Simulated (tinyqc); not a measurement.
Surface Green function of a zigzag honeycomb ribbon two chains wide, Sancho-Rubio decimation: effect of the broadening.

A semi-infinite lead of cells 0, 1, 2, ... with H0 inside a cell and H1 = <cell i|H|cell i + 1>. Cell of four sites joined 1-2-3-4 by -t; site 2 joins site 1 of the next cell and site 3 joins site 4 of the next cell. z = E + i eta.

Start with e_s = e = H0, a = H1, b = H1^dagger. Each round: g = (z - e)^(-1); e_s <- e_s + a g b; e <- e + a g b + b g a; a <- a g a; b <- b g b (all with the old a, b). Round k joins cells 2^k apart. Stop when the largest entry of the matrices a and b is below 1e-12 eV; g_s = (z - e_s)^(-1), bulk (z - e)^(-1), density of states -Im Tr/pi. The last column counts the steps of the plain recursion g <- (z - H0 - H1 g H1^dagger)^(-1), one cell a step from g = (z - H0)^(-1), until no entry changes by more than 1e-8 1/eV.

Values chosen for this exercise:
```
symbol,value,unit,meaning
E,1.27,eV,energy
```

H0 (eV):
```
    1   2   3   4
1   0  -1   0   0
2  -1   0  -1   0
3   0  -1   0  -1
4   0   0  -1   0
```

H1 (eV):
```
    1  2  3   4
1   0  0  0   0
2  -1  0  0   0
3   0  0  0  -1
4   0  0  0   0
```

Result of one run:
```
eta (eV)  rounds  surface density of states (1/eV)  plain steps
0.04           9                           0.90854          165
```

What becomes of these results when the broadening eta is changed from 0.04 to 0.004 eV, all else the same?

Result of the changed run:
```
eta (eV)  rounds  surface density of states (1/eV)  plain steps
0.004         13                           0.94945         1653
```

The whole series:
```
eta (eV)  rounds  surface density of states (1/eV)  plain steps
0.3            7                           0.73158           24
0.1            8                           0.85118           67
0.04           9                           0.90854          165
0.02          10                           0.93065          330
0.01          11                           0.94228          661
0.004         13                           0.94945         1653
```

The rounds go from 7 to 13 and the plain steps from 24 to 1653. Inside a band the plain recursion needs a number of steps that grows as 1/eta, the decimation only as log2(1/eta). The density of states tends to 0.9543 1/eV as eta goes to zero; the first row is 23 % below that and the last 0.51 % below it.

Computed by the program tinyqc: `OMP_NUM_THREADS=1 python tinyqc.py 2680110 2680111 out.jsonl`, one thread of a shared Intel Xeon 2.30GHz, about 0.07 s for the whole run.
